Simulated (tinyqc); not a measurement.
Inside a calculation: valley splitting of a silicon quantum well in envelope theory. Values are carried at full precision from step to step, so a last printed digit may differ when a step is redone from the rounded ones.

Constants: hbar^2/2m0 = 3.80998211 eV angstrom^2; kB = 8.617333262e-05 eV/K.

Parameters, chosen for this exercise (near those of a strained Si well in SiGe; shifted at random, so the results belong to these values and not to a real crystal): k0 = 0.852 2 pi/a (valley position); a = 5.431 angstrom (lattice constant); ml = 0.911 m0 (mass along z); F = 11.7 mV/nm (field pressing towards the upper interface); w = 0.3 angstrom (interface width parameter); L = 70 angstrom (well width); V0 = 0.2 eV (conduction offset); C0 = 0.246 (Bloch overlap factor); Yb = 0.33 (Ge share of the barrier); Yw = 0 (Ge share of the well); ad = 100 angstrom (dot radius).

## Wave number and lengths

q = 2 k0 (2 pi/a), its wavelength, the field length (c/(ml e F))^(1/3) with c = hbar^2/2m0 and 1 mV/nm = 1e-4 eV/angstrom, and the damping factor y/sinh(y), y = pi q w, of a step smoothed as 1/(1 + exp(z/w)).

q = 1.9714 1/angstrom
wavelength = 3.187 angstrom
field length = 15.3 angstrom
damping factor = 0.594

## The envelope

The well lies at 0 < z < L; U(z) = V0 [1/(1 + exp(z/w)) + 1/(1 + exp((L - z)/w))] - e F z, 1 mV/nm = 1e-4 eV/angstrom. The envelope psi solves -(c/ml) psi'' + U psi = E psi, c = hbar^2/2m0, by three-point differences on a grid of 0.1 angstrom from -40 to L + 40 angstrom. The two valleys at +/- k0 couple through D = C0 times the integral of exp(-i q z) U(z) psi^2, q = 2 k0 (2 pi/a), and split by Ev = 2|D|.

Two lowest levels, mean position, and psi^2 at both interfaces.

levels (meV): -45.56  -13.58

<z> = 51.0 angstrom
psi^2 at z = 0 and L (1/angstrom): 1.02e-05  0.00578

The field makes psi^2 at the upper interface 566 times that at the lower one. The orbital spacing is 32.0 meV.

## Contributions to the coupling

Split D into the lower barrier, the upper barrier and the field term.

Parts of D (micro-eV):

| part | real | imaginary | size |
|---|---|---|---|
| lower barrier | 0.069 | 0.135 | 0.152 |
| upper barrier | 49.383 | -70.427 | 86.016 |
| field term | 0.636 | -0.646 | 0.906 |

## Valley splitting and phase

The inter-valley coupling D is the sum of the complex parts; Ev = 2|D|, the valley phase is arg D, and kB T equals Ev at T = Ev/kB.

Ev = 174 micro-eV
phase = -0.96 rad
T = 2.0 K

The upper barrier gives the largest part.

## Alloy disorder

Random alloy: with Y(z) = Yw + (Yb - Yw) B(z), B the bracket in U, and in-plane density exp(-r^2/ad^2)/(pi ad^2), D gains a random complex part of variance sigma^2 = (C0^2/pi)(a^2 V0/(8 ad (Yb - Yw)))^2 (4/a) times the integral of psi^4 Y (1 - Y). Alone it gives a mean splitting sqrt(pi) sigma; together with the smooth part the rms splitting is 2 sqrt(|D|^2 + sigma^2).

Give the integral, sigma, the mean splitting from disorder alone and the rms total.

integral = 1.16e-05 1/angstrom
sigma = 9.0 micro-eV
sqrt(pi) sigma = 16.0 micro-eV
rms splitting = 174.6 micro-eV

|D|/sigma = 9.60: the smooth part dominates, and the splitting scatters from dot to dot by about sqrt2 sigma, 7 % of Ev; this needs interfaces sharper than most grown wells have.

## Checks

- Lowest level for sharp walls and no field against the square well, meV: both 6.6.
- Size of one barrier part in that case against C0 V0 psi(0)^2/sqrt(q^2 + 4 kappa^2), micro-eV: both 20.

tinyqc: `OMP_NUM_THREADS=1 python tinyqc.py 1282123 1282124 out.jsonl`; about 0.1 s, one thread, shared Intel(R) Xeon(R) Processor @ 2.30GHz.
